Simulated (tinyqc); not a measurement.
Small-signal admittance of a forward-biased p+-n diode: admittance against frequency.

Holes injected into a neutral base of width wb with an ohmic contact at its end; low injection, p0 far above the equilibrium density. A small voltage v exp(i w t), w = 2 pi f, modulates the edge density by p0 v/Vt, and the small-signal density obeys Dp d2p/dx2 = (1/tau + i w) p.

L = sqrt(Dp tau); direct current J = (q Dp p0/L) coth(wb/L); k = sqrt(1 + i w tau)/L; diffusion admittance Y = (q Dp p0/Vt) k coth(k wb) = G + i w C_diff; junction capacitance C_j = sqrt(q eps0 eps_r Nd/(2 Vr)) in the depletion approximation, with the remaining barrier Vr = Vt ln(Na/p0), a rough value under forward bias; base-width modulation is left out. Measured admittance 1/[Rs + 1/(Y + i w C_j)].

Parameters, values chosen for the exercise; permittivity close to that of 4H silicon carbide:

| symbol | value | unit | meaning |
|---|---|---|---|
| T | 300 | K | temperature |
| eps_r | 9.7 |  | relative permittivity |
| Nd | 5.5e16 | cm^-3 | donor density of the base |
| Dp | 1.8 | cm^2/s | hole diffusion coefficient |
| tau | 4e-6 | s | hole lifetime |
| wb | 27 | um | width of the neutral base |
| p0 | 4.1e13 | cm^-3 | excess hole density at the junction edge |
| Na | 4e18 | cm^-3 | acceptor density of the p+ side |
| Rs | 0.004 | ohm cm^2 | series resistance |

Constants: q = 1.602176634e-19 C, kB = 1.380649e-23 J/K, Vt = kB T/q, eps0 = 8.8541878128e-14 F/cm where lengths are in cm. Results are converted to the units shown.

The same in every row: C_j (uF/cm^2) = 0.11288.

Result of one run:
```
w tau   G (S/cm^2)  C_diff (uF/cm^2)  measured G (S/cm^2)  measured C (uF/cm^2)  phase of the measured Y (degrees)
25.133     0.61756          0.094285              0.62277               0.20614                             64.320
```

Which signal frequency f gave this result: 300, 1000, 3e5, 1e6 or 6e6 Hz?

f = 1e6 Hz.

The whole series:
```
f (Hz)      w tau  G (S/cm^2)  C_diff (uF/cm^2)  measured G (S/cm^2)  measured C (uF/cm^2)  phase of the measured Y (degrees)
300     0.0075398     0.22305           0.20175              0.22285               0.31406                            0.15220
1000     0.025133     0.22305           0.20175              0.22285               0.31406                            0.50733
5000      0.12566     0.22310           0.20173              0.22290               0.31405                             2.5344
20000     0.50265     0.22379           0.20149              0.22360               0.31381                             10.002
80000      2.0106     0.23455           0.19779              0.23443               0.31008                             33.619
3e5        7.5398     0.33963           0.16276              0.34024               0.27489                             56.709
1e6        25.133     0.61756          0.094285              0.62277               0.20614                             64.320
6e6        150.80      1.4850          0.039131               1.6052               0.15014                             74.167
2e7        502.65      2.7049          0.021482               3.7752               0.13091                             77.076
```

G starts at J/Vt = 0.223 S/cm^2 and C_diff at (J tau/(2 Vt))(1 - 2 x/sinh 2x) = 0.202 uF/cm^2, x = wb/L = 1.01. Between the last two rows G goes as f^(0.50) and C_diff as f^(-0.50); the limits are 1/2 and -1/2, reached when the signal penetrates only sqrt(Dp/w). The measured C is 0.18 % below C_diff + C_j in the first row and 2.6 % below it in the last, the difference being due to Rs.

Program tinyqc, `OMP_NUM_THREADS=1 python tinyqc.py 2890122 2890123 out.jsonl`; Intel Xeon 2.30GHz, shared host, one thread, about 0.01 s.
